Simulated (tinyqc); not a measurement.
CCD on RHF in the sto-3g basis, for H3+, spin multiplicity 1, step by step. One step of it, computed by the program tinyqc.

Question. Iteration 4 (converged): orbitals. Diagonalise F' = X^T F X, C = X C', fill 1 alpha and 1 beta electrons from the bottom; D = 2 C_occ C_occ^T. Each column has its largest component positive (the first on a tie).

converged F (hartree), order 1H 1s, 2H 1s, 3H 1s:
$$\begin{pmatrix}
-0.684635 & -0.640776 & -0.593841 \\
-0.640776 & -0.684635 & -0.593841 \\
-0.593841 & -0.593841 & -0.657030
\end{pmatrix}$$

X, order 1H 1s, 2H 1s, 3H 1s:
$$\begin{pmatrix}
1.127484 & -0.217618 & -0.178250 \\
-0.217618 & 1.127484 & -0.178250 \\
-0.178250 & -0.178250 & 1.107511
\end{pmatrix}$$

Give: F' = X^T F X; orbital energies; coefficients C; D after iteration 4.

Answer.

F' = X^T F X (hartree):
$$\begin{pmatrix}
-0.4166 & -0.3372 & -0.2915 \\
-0.3372 & -0.4166 & -0.2915 \\
-0.2915 & -0.2915 & -0.4212
\end{pmatrix}$$

orbital energies (hartree): MO1 -1.0320, MO2 -0.1430, MO3 -0.0794

coefficients C, order 1H 1s, 2H 1s, 3H 1s:
$$\begin{pmatrix}
0.4336 & -0.5077 & 0.9511 \\
0.4336 & -0.5077 & -0.9511 \\
0.4106 & 1.0590 & 0.0000
\end{pmatrix}$$

D after iteration 4, order 1H 1s, 2H 1s, 3H 1s:
$$\begin{pmatrix}
0.3760 & 0.3760 & 0.3561 \\
0.3760 & 0.3760 & 0.3561 \\
0.3561 & 0.3561 & 0.3372
\end{pmatrix}$$
